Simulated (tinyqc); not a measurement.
Changing the hold time t: thermal stress and diffusional relaxation in a metal film: Coble and Nabarro-Herring creep, cooling and holds. Computed by tinyqc, a small Python program. Command: `OMP_NUM_THREADS=1 python tinyqc.py 3028521 3028522 out.jsonl creep sweep`. One thread of a shared host (Intel(R) Xeon(R) Processor @ 2.30GHz), about 0.06 s of CPU time with the checks.

A thin film on a rigid substrate is stress-free at T0. Tension is positive and the film creeps linearly: d sigma/dt = -M (mismatch) dT/dt - sigma/tau.

Inputs (values chosen for the exercise, modelled on silver films on silicon): biaxial modulus M = 140 GPa; expansion mismatch = 16.4 1e-6/K; atomic volume Omega = 17 angstrom^3; lattice prefactor D0 = 5.3e-05 m^2/s; lattice energy E = 1.89 eV; boundary prefactor (delta D_b)0 = 3.7e-15 m^3/s; boundary energy E_b = 0.908 eV; grain size d = 0.98 um; stress-free temperature T0 = 300 C; hold temperature T = 170 C.

Constants: k_B = 1.380649e-23 J/K; k_B = 8.617333262e-05 eV/K.

Method:
- Thermoelastic slope = M x mismatch; sigma_0 = slope x (T0 - T).
- Creep rate per stress: Nabarro-Herring 14 D Omega/(k_B T d^2), Coble (14 pi) delta D_b Omega/(k_B T d^3), with D = D0 exp(-E/(k_B T)), delta D_b = (delta D_b)0 exp(-E_b/(k_B T)); 1/tau = M x (sum of both)/2 (biaxial strain rate is half the uniaxial one).
- Temperatures in kelvin are T(C) + 273.15.
- sigma(t) = sigma_0 exp(-t/tau), relaxed part sigma_0 - sigma(t); the grain size where both mechanisms are equal is pi delta D_b/D.

One run for each value:
```
hold time t (h)  stress after the hold (MPa)  stress relaxed during the hold (MPa)
1.20e-04                              298.28                            2.0447e-01
2.80e-04                              298.00                            4.7687e-01
6.40e-04                              297.39                            1.0889e+00
1.50e-03                              295.93                            2.5458e+00
3.40e-03                              292.74                            5.7393e+00
7.80e-03                              285.48                            1.3003e+01
1.80e-02                              269.32                            2.9156e+01
4.20e-02                              234.83                            6.3650e+01
9.60e-02                              172.52                            1.2596e+02
```

Over the rows, stress after the hold (MPa) falls from 298 to 173 (exponent d ln y / d ln x -0.0011 between the first rows and -0.37 between the last); stress relaxed during the hold (MPa) rises from 0.204 to 126 (exponent d ln y / d ln x 1.00 between the first rows and 0.83 between the last). At the low end the exponent of stress relaxed during the hold is 1.00, close to 1: the hold is short against tau.

Caution (all rows): bulk creep laws overstate relaxation in a bonded film, where the substrate constrains boundary diffusion, and dislocation glide is left out.
